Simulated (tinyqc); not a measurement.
Worked calculation: inversion layer as a triangular well, valleys of the Si type. Values are carried at full precision from step to step, so a last printed digit may differ when a step is redone from the rounded ones.

Six ellipsoidal valleys with their long axes along the cube axes, mass ml along the axis and mt across it. For a valley whose axis makes the angle theta with the surface normal, 1/m_z = cos^2(theta)/ml + sin^2(theta)/mt sets the confinement; in the plane the masses are m_1 = mt and m_2 = ml mt/m_z, and m_d = sqrt(m_1 m_2).

Constants: e^2/(4 pi eps0) = 14.39964547 eV angstrom; hbar^2/2m0 = 3.80998211 eV angstrom^2; kB = 8.617333262e-05 eV/K.

Parameters, chosen for this exercise (near those of Si; the results hold for these values, not for the real material):
- ml = 0.92 m0 (longitudinal mass)
- mt = 0.189 m0 (transverse mass)
- face = 110 (surface)
- eps = 11.5 (dielectric constant)
- Ns = 3.5 x 1e12/cm^2 (electron sheet density)
- Nd = 1.1 x 1e12/cm^2 (depletion charge)
- eta = 0.5 (share of Ns in the effective field)
- T = 300 K (temperature)
- tox = 18 angstrom (SiO2-equivalent oxide thickness)

## Valley masses on the (110) face

Group the valleys by their angle to the normal, heaviest m_z first.

Valleys (masses in m0):
```
valleys g  cos^2(theta)     m_z     m_1     m_2     m_d
4                0.5000  0.3136  0.1890  0.5545  0.3237
2                0.0000  0.1890  0.1890  0.9200  0.4170
```

The 4 valleys with the heaviest m_z will give the lowest ladder of subbands.

## Effective field

The field is taken as constant, e F = 4 pi (e^2/4 pi eps0)(Nd + eta Ns)/eps, with 1e12/cm^2 = 1e-4/angstrom^2, and the oxide as a hard wall at z = 0; c = hbar^2/2m0.

Find e F, and F in MV/cm (1 MV/cm = 0.01 V/angstrom).

e F = 0.00448444 eV/angstrom
F = 0.4484 MV/cm

## Subband ladders

Level j of a valley lies at E_j = a_j (c (e F)^2/m_z)^(1/3) above the band edge at the surface, with the Airy zeros a_j = 2.338107, 4.087949, 5.520560, 6.786708, 7.944134, 9.022651, 10.040174, 11.008524, 11.936016, 12.828777, and has <z> = 2 E_j/(3 e F).

The ten lowest levels of all groups of valleys together, j = 0, 1, ..., c = hbar^2/2m0; primes mark the groups with lighter m_z.

Subbands:
```
label  valleys g  m_d (m0)  E (eV)  <z> (angstrom)
0              4    0.3237  0.1462           21.73
0'             2    0.4170  0.1730           25.73
1              4    0.3237  0.2556           37.99
1'             2    0.4170  0.3026           44.98
2              4    0.3237  0.3451           51.31
2'             2    0.4170  0.4086           60.74
3              4    0.3237  0.4243           63.07
4              4    0.3237  0.4966           73.83
3'             2    0.4170  0.5023           74.67
5              4    0.3237  0.5641           83.86
```

The second subband is 0', 26.9 meV above the first. Levels above about 0.5 eV lie beyond parabolic valleys.

## Fermi level and populations

Subband i holds n_i = g m_d/(2 pi c) kB T ln(1 + exp((EF - E_i)/kB T)) (spin included), and EF is fixed by sum n_i = Ns over the levels listed or, where none are listed, over j = 0 to 9 of each group; 1e12/cm^2 = 1e-4/angstrom^2.

Solve for EF; c = hbar^2/2m0. The mean distance is sum n_i <z>_i/Ns.

EF = 0.1070 eV

Populations:
```
label  (EF - E)/kB T  n (1e12/cm^2)  share (%)
0              -1.52          2.776       79.3
0'             -2.56          0.673       19.2
1              -5.75          0.045        1.3
1'             -7.57          0.005        0.1
2              -9.21          0.001        0.0
2'            -11.67          0.000        0.0
3             -12.27          0.000        0.0
4             -15.07          0.000        0.0
3'            -15.29          0.000        0.0
5             -17.68          0.000        0.0
```

mean distance from the surface = 22.75 angstrom

The lowest subband holds 79.3 % of the electrons and is partly degenerate (EF within a few kB T of its edge).

## Effect on the gate capacitance

The charge sits at the mean distance <z> from the surface, which adds (3.9/eps) <z> to the oxide thickness; C/Cox = tox/(tox + 3.9 <z>/eps). The density-of-states term is left out.

added thickness = 7.72 angstrom
C/Cox = 0.700

## Checks

- Lowest level by finite differences against the Airy formula, eV: both 0.1462.

Computed by tinyqc, a small Python program: `OMP_NUM_THREADS=1 python tinyqc.py 1250664 1250665 out.jsonl` (the numbers bound the seed that draws the inputs); one thread of a shared host (Intel(R) Xeon(R) Processor @ 2.30GHz), about 0.04 s for the whole set of steps.
